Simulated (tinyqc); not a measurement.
Millisecond and nanosecond annealing: surface heating, thermal budget and solid-phase regrowth: one step, computed by the program tinyqc. Command: `OMP_NUM_THREADS=1 python tinyqc.py 3015857 3015858 out.jsonl flash walk`. One thread of a shared host (Intel(R) Xeon(R) Processor @ 2.30GHz), about 0.02 s of CPU time with the checks.

A square pulse heats the surface of a thick wafer with constant thermal properties; losses by radiation are neglected and silicon melts at 1414 C.

Task: Peak temperature. Absorbed flux q = (1 - R) fluence/t_p; kappa = k/c. With f(z, t) = (2 q/k) sqrt(kappa t) ierfc(z/(2 sqrt(kappa t))), ierfc(x) = exp(-x^2)/sqrt(pi) - x erfc(x): T = T0 + f(z, t) during the pulse and T0 + f(z, t) - f(z, t - t_p) after it. At the surface the rise at the end of the pulse is 2 q sqrt(t_p/(pi k c)); the fluence that just melts the surface scales with (1414 - T0).

Inputs (values chosen for the exercise, modelled on hot silicon with arsenic):
```
quantity,value,unit
incident fluence,114,J/cm^2
pulse length t_p,0.016,s
reflectance R,0.4,-
thermal conductivity k,0.29,W/(cm K)
heat capacity per volume c,2.36,J/(cm^3 K)
preheat temperature T0,500,C
wafer thickness d,775,um
```

Source: flash lamp.

Give: absorbed flux q; kappa; thermal length sqrt(kappa t_p); peak temperature; fluence at the melting threshold.

Result:

absorbed flux q = 4275 W/cm^2

kappa = 0.1229 cm^2/s

thermal length sqrt(kappa t_p) = 443.4 um

peak temperature = 1238 C

fluence at the melting threshold = 141.3 J/cm^2

Caution: heat reaches the back of the wafer, which is no longer thick.
